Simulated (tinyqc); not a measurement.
# Input admittance of a MOSFET at zero drain bias: distributed channel and distributed gate, step by step

Numbers from tinyqc (`OMP_NUM_THREADS=1 python tinyqc.py 2262159 2262160 out.jsonl`; about 0.01 s on one thread of a shared Intel Xeon 2.30GHz). Printed values are rounded.

Source and drain grounded, strong inversion, w = 2 pi f, Cox = eps0 eox/tox. The channel is an RC line of resistance 1/(mu Cox Vo) per square fed from both ends, so one finger has the intrinsic admittance y = i w Cox L tanh(g)/g per width, g = (1/2) sqrt(i w tau), tau = L^2/(mu Vo). The vertical resistance rv/L is in series with y, the overlaps 2 i w Cov in parallel: y_t = 1/(1/y + rv/L) + 2 i w Cov. The gate strip is a line of Rsh/L per length loaded by y_t, so a finger has Y = y_t Wf tanh(k)/k, k = (Wf/sd) sqrt(y_t Rsh/L); the device has Nf Y.

Parameters, values chosen for the exercise; values of the order met in silicon radio-frequency transistors: relative permittivity of the gate insulator (close to silicon dioxide) eox = 3.9; insulator thickness tox = 4 nm; channel length L = 0.14 um; finger width Wf = 0.72 um; number of fingers Nf = 16; channel mobility mu = 110 cm^2/(V s); gate overdrive Vo = 0.21 V; sheet resistance of the gate Rsh = 8.8 ohm/square; vertical resistivity of the gate stack rv = 0 ohm um^2; number of ends at which a finger is contacted sd = 2; overlap and fringe capacitance on each side Cov = 0.28 fF/um; frequency f = 83 GHz.

Constants: eps0 = 8.8541878128e-14 F/cm where lengths are in cm. Results are converted to the units shown.

## Low-frequency resistances and capacitance

Low-frequency limits, with c = Cox L and ct = c + 2 Cov: R_strip = Rsh Wf/(3 sd^2 L Nf), R_ch = (c/ct)^2 L/(12 mu Cox Vo Wf Nf), R_vert = (c/ct)^2 rv/(L Wf Nf), C = ct Wf Nf.

parts (ohm): strip 0.2357143, channel 23.71560, vertical 0
sum = 23.95132 ohm
C = 20.37423 fF
1/(2 pi R C) = 326.1441 GHz

The channel term is the largest, 99.0 % of the sum.

## Admittance of the channel and stack per width

tau, g, c = Cox L, y and y_t as defined.

tau = 8.484848 ps
g = 0.7437141+0.7437141i
c = 1.208597 fF/um
y = 194.0710+544.6355i uS/um
y_t = 194.0710+836.6780i uS/um

w tau = 4.42, and Im y is 0.864 of w c.

## Input impedance of the device

k and Y as defined; Z = 1/(Nf Y) = R + 1/(i w C); Q = |Im Z|/R; signal at the point farthest from a contact |1/cosh k|.

k = 0.06548942+0.05203755i
Nf Y = 2.256377+9.628322i mS
R = 23.07233 ohm
C = 19.47654 fF
Q = 4.267159
signal at the far point = 0.9992062

R is 3.7 % below its low-frequency limit and C is 4.4 % below its own.
